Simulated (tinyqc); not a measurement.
Vibrations of a mass or spring defect in a linear chain: one step, computed by the program tinyqc. Command: `OMP_NUM_THREADS=1 python tinyqc.py 3027019 3027020 out.jsonl localmode walk`. One thread of a shared host (Intel(R) Xeon(R) Processor @ 2.30GHz), about 0.01 s of CPU time with the checks.

A ring of N atoms with nearest-neighbour springs k and motion along the chain. Atom 1 is the defect, of mass M', and its two springs are k'. All other atoms have the mass M.

Question. Dynamical matrix of the ring. D_ii = (sum of the two springs at i)/M_i, D_ij = -k_ij/sqrt(M_i M_j) for neighbours, closed into a ring.

Inputs (values chosen for the exercise, for a model chain):

| quantity | value | unit |
|---|---|---|
| spring constant k | 9.84 | eV/angstrom^2 |
| host mass M | 80.2 | u |
| defect mass M' | 22.5 | u |
| spring ratio k'/k at the defect | 1.1 | - |
| atoms in the ring N | 8 | - |

Host: monatomic.

Give: D.

Answer.

D (eV/(angstrom^2 u)), lower triangle (symmetric):
```
         1        2        3        4        5        6        7       8
1   0.9621
2  -0.2548   0.2577
3   0.0000  -0.1227   0.2454
4   0.0000   0.0000  -0.1227   0.2454
5   0.0000   0.0000   0.0000  -0.1227   0.2454
6   0.0000   0.0000   0.0000   0.0000  -0.1227   0.2454
7   0.0000   0.0000   0.0000   0.0000   0.0000  -0.1227   0.2454
8  -0.2548   0.0000   0.0000   0.0000   0.0000   0.0000  -0.1227  0.2577
```
